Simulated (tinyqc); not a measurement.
Inside a calculation. Model: CMOS latch-up, two-transistor model.

Program tinyqc, `OMP_NUM_THREADS=1 python tinyqc.py 2670043 2670044 out.jsonl`; Intel Xeon 2.30GHz, shared host, one thread, about 0.04 s. Printed values are rounded.

A parasitic pnp (emitter at Vdd, base shunted by Rw) and npn (emitter at ground, base shunted by Rs) feed each other: the npn collector current flows out of the pnp base node, the pnp collector current into the npn base node. Forward-active transistors with constant gains: Icn = Isn exp(Vn/Vt), Icp = Isp (exp(Vp/Vt) - 1). A current Ii is injected into the npn base node.

Inputs (values chosen for the exercise); values close to those of bulk CMOS:
```
symbol,value,unit,meaning
T,250,K,temperature
bn,20.4,,current gain of the npn
bp,0.6,,current gain of the pnp
Isn,8.3e-19,A,saturation current of the npn at T
Isp,1.6e-19,A,saturation current of the pnp at T
Rs,230,ohm,substrate resistance shunting the npn
Rw,3700,ohm,well resistance shunting the pnp
R2,510,ohm,resistance from the pnp collector to the npn base
Von,0.75,V,base-emitter voltage in the on state
Vsat,0.07,V,saturation voltage
Vdd,1.2,V,supply voltage
Ii,2.52,mA,current injected into the substrate
```

Constants: q = 1.602176634e-19 C, kB = 1.380649e-23 J/K, Vt = kB T/q. Results are converted to the units shown.

## Holding current and voltage

On state with both base-emitter voltages at Von: npn base current Ib = (Von/Rs + bp Von/Rw)/(bn bp - 1), holding current Ih = (bn + 1) Ib + Von/Rs, holding voltage Vh = Vsat + Von + R2 (Ib + Von/Rs).

bn bp = 12.24
Ib = 0.300933 mA
Ih = 9.70084 mA
Vh = 2.63652 V

Vh is above Vdd = 1.2 V, so the supply cannot sustain a latched state.

## The off branch

Vn, point 0 to 7 (V): [0.515, 0.595, 0.645, 0.675, 0.695, 0.715, 0.73, 0.745]

Node equations: Vp/Rw + Icp/bp = Icn and Vn/Rs + Icn/bn = Icp + Ii. Loop gain G = gn gp/[(1/Rw + gp/bp)(1/Rs + gn/bn)], gn = Icn/Vt, gp = (Icp + Isp)/Vt; the off state ends where G = 1, and Ii there is the trigger current. For each Vn: Icn, then Vp from the first equation, then Ii from the second.

Icn, point 0 to 7 (mA): [2.0000e-5, 8.1988e-4, 0.0083504, 0.033611, 0.085047, 0.21520, 0.43175, 0.86620]
Vp, point 0 to 7 (V): [7.3998e-5, 0.0030336, 0.030896, 0.12436, 0.31468, 0.69502, 0.74103, 0.76360]
Icp, point 0 to 7 (mA): [5.5052e-19, 2.4193e-17, 5.1137e-16, 5.1257e-14, 3.5294e-10, 0.016414, 0.13888, 0.39589]
Ii, point 0 to 7 (mA): [2.2391, 2.5870, 2.8048, 2.9364, 3.0259, 3.1028, 3.0562, 2.8857]
G, point 0 to 7: [5.8875e-18, 2.7678e-16, 1.0235e-14, 3.1140e-12, 5.2693e-8, 1.0215, 2.2006, 3.7845]

Ii peaks at 3.103 mA, at Vn = 0.7148 V where G = 1; beyond it the loop feeds itself.

## Iteration 1: response to the injected current, once round the loop per iteration

Vn at the start = 0.56 V

Icn = Isn exp(Vn/Vt); Vp solves Vp/Rw + Icp/bp = Icn; Vn(new) solves Vn/Rs + (Isn/bn) exp(Vn/Vt) = Icp + Ii.

Icn = 1.61503e-4 mA
Vp = 5.97562e-4 V
Icp = 4.50015e-18 mA
Vn after iteration 1 = 0.579595 V

## Course of the iteration: response to the injected current, once round the loop per iteration

Stop when Vn changes by less than 1e-9 V, or after 150 iterations. Vn must stay below 1.1 V.

Course of the iteration:
```
iteration    Vn (V)  |change| (V)
1          0.579595        0.0196
2          0.579595             0
```

Converged in 2 iterations. An off state exists, since Ii is below the trigger current, the largest Ii that the node equations allow, 3.103 mA.
